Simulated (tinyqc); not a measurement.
Film and buried-oxide thickness from two coupling ratios.

Question. In a depleted film -dVT/dVb is k1 = Cs Cbox/(Cox (Cs + Cbox)) for a front channel and k2 = Cbox (Cox + Cs)/(Cox Cs) for a back channel, with Cox = eps0 eox/tox, Cs = eps0 eps_r/ts, Cbox = 3.9 eps0/tb. Find ts and tb.

Values chosen for this exercise; band and dielectric values close to those of silicon:
- eps_r = 11.6 (relative permittivity)
- eox = 8.86 (relative permittivity of the gate insulator (close to aluminium oxide))
- tox = 8.4 nm (insulator thickness)

coupling ratios for a front and a back channel: 0.17819359  1.2225015

Solution. With y = Cox/Cs and z = Cox/Cbox, 1/k1 = y + z and k2 = (1 + y)/z, so y = (k2/k1 - 1)/(1 + k2); the thicknesses follow from y and z.

ts = 29.0 nm
tb = 11.0 nm

Numbers from tinyqc (`OMP_NUM_THREADS=1 python tinyqc.py 2190035 2190036 out.jsonl`; about 0.4 s on one thread of a shared Intel Xeon 2.30GHz).
